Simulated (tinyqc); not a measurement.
Modulation-doped quantum well, Poisson-Schroedinger loop: one step of the calculation.

A well of width L centred at z = 0 between barriers Vb; effective-mass electrons, parabolic bands. The electrons come from donor sheets outside the mesh, a share fL of Ns on the left and the rest on the right, so the structure is neutral. Energies are counted from the band edge of the well, with U = 0 on the first node in the Hartree part.

Task. Levels and probability densities. Tridiagonal Hamiltonian with psi = 0 one step beyond both ends: H_ii = C (1/m_(i-1/2) + 1/m_(i+1/2))/hz^2 + V0_i + U_i, H_(i,i+1) = -C/(m_(i+1/2) hz^2), C = hbar^2/(2 m0). The lowest 3 level(s) are kept, normalised to hz sum |psi|^2 = 1.

Parameters, values chosen for the exercise: mesh step hz = 1.8 nm.

Constants: q = 1.602176634e-19 C, hbar = 1.054571817e-34 J s, m0 = 9.1093837015e-31 kg, hbar^2/(2 m0) = 0.0380998212 eV nm^2. Results are converted to the units shown.

```
node  fixed potential V0 (eV)  self-consistent potential U at the start (eV)
1                  0.41200000                                              0
2                  0.41200000                                              0
3                  0.41200000                                              0
4                  0.00000000                                              0
5                  0.00000000                                              0
6                  0.00000000                                              0
7                  0.00000000                                              0
8                  0.00000000                                              0
9                  0.00000000                                              0
10                 0.00000000                                              0
11                 0.00000000                                              0
12                 0.00000000                                              0
13                 0.41200000                                              0
14                 0.41200000                                              0
15                 0.41200000                                              0
```

mass on the intervals 1/2, 3/2, ... (mean of both at an interface) (m0): 0.244  0.244  0.244  0.2215  0.199  0.199  0.199  0.199  0.199  0.199  0.199  0.199  0.2215  0.244  0.244  0.244

Give: levels; |psi|^2 of E1; |psi|^2 of E2; |psi|^2 of E3.

Result.

levels (eV): E1 0.00528, E2 0.02074, E3 0.04528

```
node  |psi|^2 of E1 (1/nm)  |psi|^2 of E2 (1/nm)  |psi|^2 of E3 (1/nm)
1                   0.0000                0.0000                0.0000
2                   0.0000                0.0000                0.0000
3                   0.0002                0.0006                0.0011
4                   0.0140                0.0482                0.0850
5                   0.0411                0.1014                0.0900
6                   0.0724                0.0933                0.0062
7                   0.0970                0.0343                0.0412
8                   0.1063                0.0000                0.1083
9                   0.0970                0.0343                0.0412
10                  0.0724                0.0933                0.0062
11                  0.0411                0.1014                0.0900
12                  0.0140                0.0482                0.0850
13                  0.0002                0.0006                0.0011
14                  0.0000                0.0000                0.0000
15                  0.0000                0.0000                0.0000
```

Program tinyqc, `OMP_NUM_THREADS=1 python tinyqc.py 2140135 2140136 out.jsonl`; Intel Xeon 2.30GHz, shared host, one thread, about 0.2 s.
